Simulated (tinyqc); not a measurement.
Stacked nanosheet transistor, parasitic resistance, capacitance and delay: one step of the calculation.

Ns sheets share one contact on top; each has perimeter p = 2 (Ws + ts) and cross-section A = Ws ts; contact width Wc = Ws + 10 nm, stack height Hs = Ns pv. Sheet 1 is the top one. Contact length Lc = CPP - Lg - 2 Lsp, shared by two neighbouring gates. Source and drain sides are equal. The formulas are first-order estimates, not field solutions.

Problem. Geometry and resistances. Epitaxy sheet resistance Rsh = re/te, transfer length LT = sqrt(rc/Rsh), contact Rc = [sqrt(rc Rsh)/Wc] coth(Lc/(2 LT)); extension of one sheet Rx = rx Lsp/A. Effective width N p; for equal currents and rv = 0 one side has Rc + Rx/N.

Inputs (values chosen for the exercise); values close to those of silicon logic devices:
- Ns = 3 (number of sheets)
- Ws = 15 nm (sheet width)
- ts = 7 nm (sheet thickness)
- CPP = 45 nm (contacted gate pitch)
- Lg = 16 nm (gate length)
- Lsp = 8 nm (spacer length)
- rc = 6.2e-10 ohm cm^2 (contact resistivity)
- re = 0.00031 ohm cm (resistivity of the source-drain epitaxy)
- te = 15 nm (current-carrying depth of the epitaxy)
- rx = 0.0017 ohm cm (resistivity of the extension)

Wanted: Lc; effective width; Rsh; LT; Rc; Rx; one side times effective width.

Solution.

Lc = 13.000 nm
effective width = 132.00 nm
Rsh = 206.67 ohm
LT = 17.321 nm
Rc = 399.28 ohm
Rx = 1295.2 ohm
one side times effective width = 109.70 ohm um

Computed by the program tinyqc: `OMP_NUM_THREADS=1 python tinyqc.py 2170147 2170148 out.jsonl`, one thread of a shared Intel Xeon 2.30GHz, about 0.08 s for the whole run.
